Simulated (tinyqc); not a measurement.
Electromigration in a confined line: Blech product, Korhonen stress evolution and Black's law: one step, computed by the program tinyqc. Command: `OMP_NUM_THREADS=1 python tinyqc.py 3023847 3023848 out.jsonl emigr walk`. One thread of a shared host (Intel(R) Xeon(R) Processor @ 2.30GHz), about 0.01 s of CPU time with the checks.

The electron wind pushes atoms from the cathode (x = 0) to the anode (x = L); blocking ends build a back stress (tension positive). The input rho is taken not to change with temperature. d sigma/dt = d/dx [kappa (d sigma/dx + G)], with zero flux at both ends and sigma = sigma_0 at t = 0.

Task: Driving force and diffusivities. G = Z* e rho j/Omega; D = D0 exp(-E/(k_B T)); kappa = D B Omega/(k_B T); drift velocity of an unconfined line v = D Z* e rho j/(k_B T). SI: 1 micro-ohm cm = 1e-8 ohm m, 1 MA/cm^2 = 1e10 A/m^2. Temperatures in kelvin are T(C) + 273.15.

Inputs (values chosen for the exercise, close to those used for ruthenium lines): resistivity rho = 14.3 micro-ohm cm; atomic volume Omega = 13.6 angstrom^3; effective charge number Z* = 1.9; prefactor D0 = 9.8e-07 m^2/s; activation energy E = 1.4 eV; effective modulus B = 50 GPa; current density j = 5.1 MA/cm^2; test temperature T = 320 C.

Start: thermal stress.

Constants: e = 1.602176634e-19 C; k_B = 8.617333262e-05 eV/K; k_B = 1.380649e-23 J/K.

Give: stress gradient G; diffusivity D; kappa; drift velocity.

Result:

stress gradient G = 163.2 MPa/um

diffusivity D = 1.247e-18 m^2/s

kappa = 1.036e-16 m^2/s

drift velocity = 1.217 nm/h
